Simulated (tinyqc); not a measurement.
The first four gaps: longitudinal sound in a periodic multilayer: transfer matrices, stop bands and folded phonons. Computed by tinyqc, a small Python program. Command: `OMP_NUM_THREADS=1 python tinyqc.py 3024757 3024758 out.jsonl multilayer walk`. One thread of a shared host (Intel(R) Xeon(R) Processor @ 2.30GHz), about 0.01 s of CPU time with the checks.

Layers 1 and 2 repeat with period d = d_1 + d_2; waves travel normal to the layers, without loss. State vector (u, s): displacement u and stress divided by omega. Impedances Z = rho v are in 1e6 kg/(m^2 s).

Inputs (values chosen for the exercise, modelled on aluminium (layer 1), tungsten (layer 2) and silicon (substrate)):

| quantity | value | unit |
|---|---|---|
| density rho_1 | 2.68 | g/cm^3 |
| velocity v_1 | 6290 | m/s |
| thickness d_1 | 338 | nm |
| density rho_2 | 19.3 | g/cm^3 |
| velocity v_2 | 5160 | m/s |
| thickness d_2 | 275 | nm |
| substrate density | 2.3 | g/cm^3 |
| substrate velocity | 8340 | m/s |

Method:
- Z = rho v; interface reflection r = (Z_2 - Z_1)/(Z_2 + Z_1) (stress amplitude, from 1 into 2); Bragg frequency f_B = 1/[2 (d_1/v_1 + d_2/v_2)]; long-wave velocity v_eff = d/sqrt[(d_1/v_1)^2 + (d_2/v_2)^2 + (Z_1/Z_2 + Z_2/Z_1)(d_1/v_1)(d_2/v_2)].
- A layer maps (u, s) by [[cos p, sin p/Z], [-Z sin p, cos p]], p = 2 pi f d_i/v_i; one period is M = M_2 M_1, and cos(q d) = trace(M)/2.
- Gap m contains m f_B; its edges, where trace(M)/2 = (-1)^m, are found by root search. Weak-contrast estimate of the width: (4 f_B/pi) |r sin(m pi a)|, a = (d_1/v_1)/(d_1/v_1 + d_2/v_2).

Bragg frequency f_B = 4.67156 GHz

Z_1 = 16.8572

Z_2 = 99.588

interface reflection r = 0.710470

Stop bands (GHz):

| m | lower edge | upper edge | width | weak-contrast estimate |
|---|---|---|---|---|
| 1 | 2.322 | 7.021 | 4.6998 | 4.2258 |
| 2 | 9.316 | 9.371 | 0.0548 | 0.0548 |
| 3 | 11.665 | 16.364 | 4.6987 | 4.2251 |
| 4 | 18.632 | 18.741 | 0.1095 | 0.1095 |

With a = 0.502, gap 1 is the widest and gap 2 the narrowest: the layers are near a quarter wave each at f_B, so the even gaps almost close. The weak-contrast estimate misses the first width by -10.1 % at |r| = 0.71. Odd gaps open at the edge of the folded zone (q = pi/d), even ones at its centre.
